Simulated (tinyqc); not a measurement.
Standing waves and exposure in a photoresist film, step by step. Values are carried at full precision from step to step, so a last printed digit may differ when a step is redone from the rounded ones.

Normal incidence from air. Unexposed resist: N1 = n1 + i k1 with k1 = (A + B) lam/(4 pi), lam in micrometres. r01 = (1 - N1)/(1 + N1), t01 = 2/(1 + N1). Substrate Ns = ns + i ks: r12 = (N1 - Ns)/(N1 + Ns). With p = exp(2 pi i N1 d/lam), the field at depth z is E(z) = t01 [exp(2 pi i N1 z/lam) + r12 p^2 exp(-2 pi i N1 z/lam)]/(1 + r01 r12 p^2), the relative intensity I(z) = n1 |E(z)|^2 and the reflectance R = |(r01 + r12 p^2)/(1 + r01 r12 p^2)|^2.

Inputs chosen for the exercise (a resist on Cu, indices near tabulated ones; not measured data):
```
symbol  value  unit          meaning
lam     193    nm            vacuum wavelength
n1      1.703                resist index
A       0.15   1/micrometre  bleachable absorption (Dill A)
B       1      1/micrometre  fixed absorption (Dill B)
d       183    nm            resist thickness
ns      0.951                substrate n
ks      1.393                substrate k
C       0.023  cm^2/mJ       exposure rate (Dill C)
D       40     mJ/cm^2       incident dose
Ld      20     nm            diffusion length of the post-exposure bake
```

## Interface coefficients

Form N1, r01, t01 and r12.

N1 = 1.70300+0.01766i
r01 = -0.2601-0.0048i
t01 = 0.7399-0.0048i
r12 = 0.0062-0.5215i
|r12|^2 = 0.2720

Next to the bottom the intensity swings by a factor ((1 + |r12|)/(1 - |r12|))^2 = 10.1 between antinode and node.

## Round trip and reflectance

Form p^2, the denominator and R; the period of the standing wave is lam/(2 n1).

p^2 = 0.1040+0.8035i
1 + r01 r12 p^2 = 0.8906+0.0108i
R = 0.0358
period = 56.66 nm

The film holds 3.23 periods.

## Intensity and exposure over the lowest period

Nine depths from d - period to d. Without bleaching during the exposure the share of unexposed compound is m = exp(-C D I).

Profile:
```
z (nm)      I      m
126.3   1.271  0.311
133.4   0.559  0.598
140.5   0.253  0.792
147.6   0.530  0.614
154.7   1.223  0.325
161.8   1.922  0.171
168.8   2.216  0.130
175.9   1.927  0.170
183.0   1.223  0.325
```

I runs from 0.253 to 2.216 on these points, so m runs from 0.130 to 0.792; the least exposed point listed lies 42.5 nm above the bottom.

## Smoothing by the bake

Gaussian diffusion of length Ld multiplies a cosine of period L by exp(-2 pi^2 Ld^2/L^2). Give that factor, and the Ld that leaves 10 %.

factor = 0.0855
Ld for 10 % = 19.35 nm

## Checks

- R against the transfer-matrix product: both 0.035781.
- Absorption (A + B) d times the mean of I against 1 - R - T: both 0.281.

Computed by tinyqc, a small Python program: `OMP_NUM_THREADS=1 python tinyqc.py 1682213 1682214 out.jsonl` (the numbers bound the seed that draws the inputs); one thread of a shared host (Intel(R) Xeon(R) Processor @ 2.30GHz), about 0.01 s for the whole set of steps.
